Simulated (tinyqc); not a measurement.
Peierls distortion of a half-filled chain, step by step. Values are carried at full precision from step to step, so a last printed digit may differ when a step is redone from the rounded ones.

Atoms move by +/- u, so bonds change by -/+ 2u and hoppings are t +/- 2 al u. Bands E = -/+ sqrt((2 t cos x)^2 + D^2 sin^2 x) with D = 4 al u, x = k a in (0, pi/2); the gap is 2D. Energy per atom at zero temperature: E(u) = -mean_x sqrt(...) + 2 K u^2; exactly, the mean is (4t/pi) E(1 - z^2), z = D/2t, E the complete elliptic integral of the second kind with parameter m. Coupling lambda = 2 al^2/(pi t K).

Constants: kB = 8.617333262e-05 eV/K.

Parameters, chosen for this exercise:
- t = 2.82 eV (hopping of the even chain)
- al = 6 eV/angstrom (change of hopping with bond length)
- K = 53.3 eV/angstrom^2 (spring constant of a bond)
- u = 0.079 angstrom (trial shift of alternate atoms)
- N = 3 (k points)

## Energy at a trial distortion

Use the mesh x_j = (j + 1/2) pi/(2N), j = 0 .. N-1, and also the elliptic integral.

D = 1.8960 eV

|E| on the mesh (eV): 5.4699  4.2074  2.3420

band energy on the mesh = -4.0064 eV
elastic energy = 0.6653 eV
total, exact = -3.3391 eV
exact E(u) - E(0) = 0.2515 eV

This distortion raises the energy; the mesh errs by -2.08 meV.

## The equilibrium distortion

dE/du = 0 gives 1 = (4 al^2/K) mean(sin^2 x/|E|); solve with the exact mean, and compare with the weak-coupling form D = 8 t exp(-1 - 1/(2 lambda)).

lambda = 0.1525
u0 = 0.0131 angstrom
gap 2D = 0.629 eV
gap, weak coupling = 0.625 eV
E(u0) - E(0) per atom = -2.78 meV

Long and short bonds differ by 4 u0 = 0.0525 angstrom. The weak-coupling gap is 0.993 of the full one. The gain is far smaller than the gap, since only states near the zone edge move.

## Length and phonon scales

Coherence length xi/a = 2t/D with D half the gap; mean-field transition kB Tp = D/1.764 (weak coupling); for the optical mode at the zone edge (omega_R/omega_0)^2 = 2 lambda at weak coupling.

xi/a = 17.92
Tp = 2.07e+03 K
omega_R/omega_0 = 0.552

Tp is a mean-field scale: in a single chain fluctuations forbid the transition, and coupling between chains sets the real one, far lower.

## Checks

- Total energy at u0 on 4000 points against the elliptic integral (eV): both -3.59331.

(tinyqc, `OMP_NUM_THREADS=1 python tinyqc.py 1682714 1682715 out.jsonl`, Intel(R) Xeon(R) Processor @ 2.30GHz, 1 thread, shared host, about 0.07 s.)
